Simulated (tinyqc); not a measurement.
# Undoped symmetric double-gate MOSFET, analytic potential model, step by step

tinyqc, about 0.03 s, one thread, Intel Xeon 2.30GHz (shared host): `OMP_NUM_THREADS=1 python tinyqc.py 2440171 2440172 out.jsonl` Printed values are rounded.

An undoped body of thickness ts between two equal insulators and tied gates; long channel, electrons only, n = ni exp((psi - V)/Vt) with V the quasi-Fermi potential (0 at the source, Vd at the drain), constant mobility, no quantisation. Across the body psi(x) = V - 2 Vt ln[(ts/(2 beta)) sqrt(q ni/(2 eps0 eps_r Vt)) cos(2 beta x/ts)], x from the centre. Q is the electron charge per area of the whole body.

Parameters, values chosen for the exercise; material values close to those of silicon:
- T = 300 K (temperature)
- Eg = 1.11 eV (band gap)
- eps_r = 11.9 (relative permittivity of the semiconductor)
- Nc = 2.78e19 cm^-3 (conduction-band density of states at T)
- Nv = 2.67e19 cm^-3 (valence-band density of states at T)
- eox = 25.3 (relative permittivity of the gate insulator)
- tox = 4.1 nm (insulator thickness)
- ts = 5 nm (body thickness)
- dphi = 0.03 V (gate work function less that of the intrinsic body)
- mu = 110 cm^2/(V s) (channel mobility)
- L = 1 um (gate length)
- Vg = 0.62 V (gate voltage)
- Vd = 0.3 V (drain voltage)

Constants: q = 1.602176634e-19 C, kB = 1.380649e-23 J/K, Vt = kB T/q, eps0 = 8.8541878128e-14 F/cm where lengths are in cm. Results are converted to the units shown.

Range of the model: In a body this thin, quantum confinement raises the threshold; it is left out. The surface density at the source passes 0.3 Nc, where Boltzmann statistics fail.

## Constants of the body

ni = sqrt(Nc Nv) exp(-Eg/(2 Vt)), Eg in volts; r = eps_r tox/(eox ts); V0 = dphi + 2 Vt ln[(2/ts) sqrt(2 eps0 eps_r Vt/(q ni))].

ni = 1.293268e10 cm^-3
r = 0.3856917
V0 = 0.5433524 V

## Iteration 1: beta at the source by Newton steps

beta at the start = 0.3

With V = 0: f = ln(beta) - ln(cos beta) + 2 r beta tan(beta) - (Vg - V0)/(2 Vt); f' = 1/beta + tan(beta) + 2 r [tan(beta) + beta/cos^2(beta)]; beta(new) = beta - f/f'.

f = -2.569127
f' = 4.134845
beta after iteration 1 = 0.9213356

## Iteration 2: beta at the source by Newton steps

As before.

f = -0.1255016
f' = 5.361371
beta after iteration 2 = 0.9447441

## Course of the iteration: beta at the source by Newton steps

Stop when beta changes by less than 1e-11, or after 40 iterations. beta must stay between 0 and pi/2.

Course of the iteration:

| iteration | beta | \|change\| |
|---|---|---|
| 1 | 0.9213356 | 0.621 |
| 2 | 0.9447441 | 0.0234 |
| 3 | 0.9441943 | 5.50e-4 |
| 4 | 0.9441939 | 3.26e-7 |
| 5 | 0.9441939 | 1.15e-13 |

Converged in 5 iterations. At the end the number of correct digits about doubles with each step.

## Charges and drain current

beta_s = 0.9441939
beta_d = 0.01329917

beta (between 0 and pi/2) solves (Vg - V0 - V)/(2 Vt) = ln(beta) - ln(cos beta) + 2 r beta tan(beta). Q = 8 eps0 eps_r Vt beta tan(beta)/ts; I = mu (1/L)(4 eps0 eps_r/ts)(2 Vt)^2 [g(beta_s) - g(beta_d)] per width, g = beta tan(beta) - beta^2/2 + r beta^2 tan^2(beta), with beta_s at V = 0 and beta_d at V = Vd.

Qs = 568.4316 nC/cm^2
Qd = 0.07708762 nC/cm^2
g(beta_s) = 1.514632
g(beta_d) = 8.845649e-5
I = 3.754122 uA/um

The term r beta^2 tan^2(beta), which gives the square law, makes up 43.3 % of g at the source.

## Potential and electron density across the body at the source

| point | x/ts |
|---|---|
| 0 | 0 |
| 1 | 0.1 |
| 2 | 0.2 |
| 3 | 0.3 |
| 4 | 0.4 |
| 5 | 0.45 |
| 6 | 0.5 |

psi(x) as above with V = 0 and beta = beta_s; n = ni exp(psi/Vt).

| point | psi (V) | n (cm^-3) |
|---|---|---|
| 0 | 0.5103834 | 4.850113e18 |
| 1 | 0.5113108 | 5.027264e18 |
| 2 | 0.5141621 | 5.613465e18 |
| 3 | 0.5191663 | 6.812362e18 |
| 4 | 0.5267950 | 9.150725e18 |
| 5 | 0.5318552 | 1.112918e19 |
| 6 | 0.5379809 | 1.410489e19 |

The density at the surface is 2.91 times that at the centre (1/cos^2 beta). It reaches 0.51 Nc, where Boltzmann statistics overestimate it.
